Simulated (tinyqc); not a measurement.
The same stress in different states: Raman shift of the zone-centre optical phonon of a diamond-structure crystal under stress. Computed by tinyqc, a small Python program. Command: `OMP_NUM_THREADS=1 python tinyqc.py 3029962 3029963 out.jsonl ramanstress walk`. One thread of a shared host (Intel(R) Xeon(R) Processor @ 2.30GHz), about 0.01 s of CPU time with the checks.

Axes x, y, z are the cube axes. Strain shifts the threefold optical mode and can split it; p, q and r are the phonon deformation potentials.

Inputs (values chosen for the exercise, for a model crystal):

| quantity | value | unit |
|---|---|---|
| unstrained frequency omega_0 | 614 | 1/cm |
| p/omega_0^2 | -1.68 | - |
| q/omega_0^2 | -2.55 | - |
| r/omega_0^2 | -1.05 | - |
| C11 | 222 | GPa |
| C12 | 105 | GPa |
| C44 | 82.9 | GPa |
| stress sigma (tension positive) | -0.11 | GPa |

Stress state: biaxial. Axis: [111].

Method:
- S11 = (C11 + C12)/D, S12 = -C12/D, D = (C11 - C12)(C11 + 2 C12), S44 = 1/C44.
- eps_xx = S11 sigma_xx + S12 (sigma_yy + sigma_zz), and cyclic; eps_xy = S44 sigma_xy/2 (tensor strain).
- Secular matrix: M_xx = p eps_xx + q (eps_yy + eps_zz), M_xy = 2 r eps_xy; its eigenvalues are omega^2 - omega_0^2, and the shifts are these over 2 omega_0.
- Uniaxial: sigma n n^T; biaxial: sigma (1 - n n^T); hydrostatic: sigma 1. The line seen from (001) is taken as unresolved, at the intensity-weighted shift M_zz/(2 omega_0).

S44 = 12.0627 1/TPa

S11 = 6.46961 1/TPa

S12 = -2.07740 1/TPa

Shifts (1/cm):

| state | lowest | middle | highest | line seen from (001) |
|---|---|---|---|---|
| uniaxial [100] | 0.00926 | 0.26037 | 0.26037 | 0.26037 |
| uniaxial [110] | -0.07905 | 0.26037 | 0.34868 | 0.26037 |
| uniaxial [001] | 0.00926 | 0.26037 | 0.26037 | 0.00926 |
| uniaxial [111] | 0.03409 | 0.03409 | 0.46182 | 0.17667 |
| biaxial, normal [001] | 0.26963 | 0.26963 | 0.52074 | 0.52074 |
| biaxial, normal [111] | 0.06818 | 0.49591 | 0.49591 | 0.35333 |
| hydrostatic | 0.53000 | 0.53000 | 0.53000 | 0.53000 |

Seen from (001), uniaxial stress along [100] and along [110] give the same shift (0.260), and equal biaxial stress in the plane gives twice as much (0.521), since only sigma_xx + sigma_yy and sigma_zz enter M_zz. Stress along [001] gives 0.009. One measured shift therefore fixes the stress only once its state is assumed: read as uniaxial in the plane, a shift implies twice the stress that it does read as biaxial.

Extremes, crossings and ranges named in words are read from the listed rows.
